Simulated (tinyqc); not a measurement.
Junction field-effect transistor with two gates, gradual channel with velocity saturation: two steps of the calculation.

A uniformly doped n-type channel, depleted from both sides by p+ gates; at channel potential V the depleted share of a is u = sqrt((Vbi - Vg + V)/Vp), s at the source. Electrons drift with v = mu E/(1 + mu E/vsat). Abrupt depletion edge, no series resistance, source at 0.

Task 1. The saturation point by Newton steps. a is the channel (half-)thickness, Vp its pinch-off voltage and Z = mu Vp/(vsat L); an iterate with u > 1 is an overshoot, not a physical state. f = (1 - u)(1 + Z (u^2 - s^2)) - Z F/3, F = 3 (u^2 - s^2) - 2 (u^3 - s^3); f' = -(1 + Z (u^2 - s^2)); u(new) = u - f/f'.

u at the start = 1
Z = 23.751249
s = 0.59265893

Give: f; f'; u after iteration 1.

Result 1.

f = -2.871
f' = -16.41
u after iteration 1 = 0.8250

Task 2. Saturation voltage, current and transconductance. Vdsat = Vp (um^2 - s^2); Isat = (G0 Vp/Z)(1 - um), which is 2 q Nd vsat a W (1 - um); gm = G0 (um - s)/(1 + Z (um^2 - s^2)). For Z = 0: Vdsat = Vp (1 - s^2), Isat = (G0 Vp/3)(1 - 3 s^2 + 2 s^3), gm = G0 (1 - s).

um = 0.72695410
Vp = 3.7438409 V
G0 = 101.23994 mS
Z = 23.751249
s = 0.59265893

Wanted: Vdsat; Isat; gm; Vdsat for Z = 0; Isat for Z = 0; gm for Z = 0.

Result 2.

Vdsat = 0.66347 V
Isat = 4.3573 mA
gm = 2.6100 mS
Vdsat for Z = 0 = 2.4288 V
Isat for Z = 0 = 45.812 mA
gm for Z = 0 = 41.239 mS

The current saturates with 27.3 % of the channel still open at the drain, at 0.0951 of the constant-mobility current.

Computed by the program tinyqc: `OMP_NUM_THREADS=1 python tinyqc.py 2500139 2500140 out.jsonl`, one thread of a shared Intel Xeon 2.30GHz, about 0.09 s for the whole run.
